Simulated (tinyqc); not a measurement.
Two-sublattice mean-field magnet: ferrimagnet, compensation points and susceptibility. Changing the fraction x of B sites. Computed by tinyqc, a small Python program. Command: `OMP_NUM_THREADS=1 python tinyqc.py 3017098 3017099 out.jsonl ferri sweep`. One thread of a shared host (Intel(R) Xeon(R) Processor @ 2.30GHz), about 0.04 s of CPU time with the checks.

A random alloy A(1-x)B(x) with H = -sum over pairs J S_i.S_j. a = <S_A> and b = <S_B> are taken along z, a > 0. Exchange fields: h_A = (1 - x) zJ_AA a + x zJ_AB b, h_B = (1 - x) zJ_AB a + x zJ_BB b; a = S_A B_(S_A)(S_A h_A/(k_B T)) and likewise for b, with the Brillouin function B_S(y) = [(2S + 1)/(2S)] coth[(2S + 1) y/(2S)] - [1/(2S)] coth[y/(2S)].

Inputs (values chosen for the exercise, for a model ferrimagnet): spin S_A = 2.5; spin S_B = 1.5; g factor g_A = 2.1; g factor g_B = 2; z J_AA = 14.9 meV; z J_BB = 1.4 meV; z J_AB = -4.8 meV; T over T_c = 0.51; largest number of steps = 3000.

Constants: k_B = 8.617333262e-05 eV/K.

Method:
- Linearised, T (a, b) = M (a, b) with M_ij = S_i (S_i + 1) c_j zJ_ij/(3 k_B), c_A = 1 - x, c_B = x. T_c is the larger eigenvalue, and its eigenvector gives b/a at onset, (T_c - M_AA)/M_AB.
- Repeat from a = S_A, b = -S_B until a and b change by less than 1e-10.
- Net moment m = (1 - x) g_A a + x g_B b in mu_B per site; net spin s = (1 - x) a + x b. At T = 0, a = S_A and b = -S_B. Effective g = m/s.
- T_M: m = 0; T_A: s = 0; searched between 0.02 and 0.97 T_c, and given as 0 if there is no change of sign.

One run for each value; columns: (1) fraction x of B sites; (2) m at T = 0 (mu_B); (3) magnetic compensation T_M (K); (4) T_c (K); (5) net moment m (mu_B); (6) angular-momentum compensation T_A (K):
```
(1)      (2)  (3)     (4)     (5)  (6)
0.08  4.5900    0  465.76  4.1796    0
0.13  4.1775    0  441.67  3.8940    0
0.18  3.7650    0  417.57  3.6080    0
0.24  3.2700    0  388.65  3.2643    0
0.29  2.8575    0  364.56  2.9773    0
0.34  2.4450    0  340.46  2.6896    0
0.39  2.0325    0  316.36  2.4012    0
0.45  1.5375    0  287.43  2.0538    0
0.50  1.1250    0  263.33  1.7628    0
0.55  0.7125    0  239.22  1.4699    0
```

Over the rows, m at T = 0 (mu_B) falls from 4.59 to 0.713; magnetic compensation T_M (K) does not change; T_c (K) falls from 466 to 239 (exponent d ln y / d ln x -0.11 between the first rows and -1.0 between the last). A zero marks no compensation point.

Extremes, crossings and ranges named in words are read from the listed rows.
